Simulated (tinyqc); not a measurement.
Grain-boundary trapping model (Seto) of a polycrystalline semiconductor film: one step, computed by the program tinyqc. Command: `OMP_NUM_THREADS=1 python tinyqc.py 3017847 3017848 out.jsonl poly walk`. One thread of a shared host (Intel(R) Xeon(R) Processor @ 2.30GHz), about 0.01 s of CPU time with the checks.

Grains of equal size L are joined by thin boundaries with one trap level. Trapped carriers deplete a width W on each side and raise a barrier, crossed by thermionic emission. Dopants are fully ionised, statistics are non-degenerate and mu_g does not depend on T.

Task: Barrier. N_c(T) = N_c (T/300 K)^(3/2). Filled traps Q = Q_t/(1 + (1/2) exp((E_t* - E_F)/k_B T)), where E_t* = e V_B - E_t and E_F are counted from the band edge at the grain centre. Partial depletion: Q = 2 N W, V_B = e N W^2/(2 eps eps_0), E_F = k_B T ln(N/N_c); solve for W. If that W would exceed L/2 the grain is fully depleted: W = L/2, Q = N L, and E_F follows from the trap equation. Centre density n_0 = N_c exp(E_F/k_B T).

Inputs (values chosen for the exercise, modelled on polycrystalline SiGe):
```
quantity                                     value    unit
permittivity eps                              13.5       -
effective density of states at 300 K, N_c  1.6e+19  1/cm^3
grain size L                                    67      nm
trap density Q_t                           5.4e+11  1/cm^2
trap level E_t below the band edge            0.31      eV
doping N                                   4.3e+16  1/cm^3
temperature T                                  250       K
```

Grain interior: resistance included.

Constants: k_B = 8.617333262e-05 eV/K; e = 1.602176634e-19 C; eps_0 = 8.8541878128e-12 F/m.

Give: depletion width W; barrier V_B; E_F; centre density n_0.

Result:

depletion width W = 33.5 nm

barrier V_B = 0.032341 V

E_F = -0.28970 eV

centre density n_0 = 1.7590e+13 1/cm^3

The grain is fully depleted, and n_0 is 4.09e-4 of N.
